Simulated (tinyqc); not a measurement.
A ladder of methods, and size consistency: correlation methods against full CI in the sto-3g basis, for H6, spin multiplicity 1. Computed by the program tinyqc with PySCF. All electrons correlated; +Q is the Davidson correction (1 - c0^2) E_corr. The last columns treat two copies 100 angstrom apart as one system. FCI is the lowest singlet.

Geometry (angstrom):
```
atom       x       y       z
H     0.0000  0.0000  0.0000
H     0.0000  0.0000  0.7010
H     0.0000  0.0000  1.7870
H     0.0000  0.0000  2.4880
H     0.0000  0.0000  3.5750
H     0.0000  0.0000  4.2750
```

RHF energy of one = -3.267362 hartree

Correlation energies (hartree):
```
method   E_corr of one  share of FCI (%)  E_corr of two at 100 angstrom  two minus twice one (mhartree)
MP2          -0.038250           68.6825                      -0.076501                          0.0000
CISD         -0.054668           98.1611                      -0.106366                          2.9695
CISD+Q       -0.056239          100.9818                      -0.111983                          0.4936
CCSD         -0.055607           99.8481                      -0.111214                          0.0000
CCSD(T)      -0.055669           99.9598                      -0.111339                          0.0000
FCI          -0.055692          100.0000                              -                               -
```

What does the comparison show, and why?

MP2 recovers 69 %, CISD 98.2 % and CCSD 99.8 % of the FCI value (c0^2 = 0.971 in CISD). MP2 and coupled cluster are size consistent, so their last column vanishes; CISD loses 2.97 mhartree, since a double excitation on each copy is a quadruple of the pair, and the Davidson correction leaves +0.49.
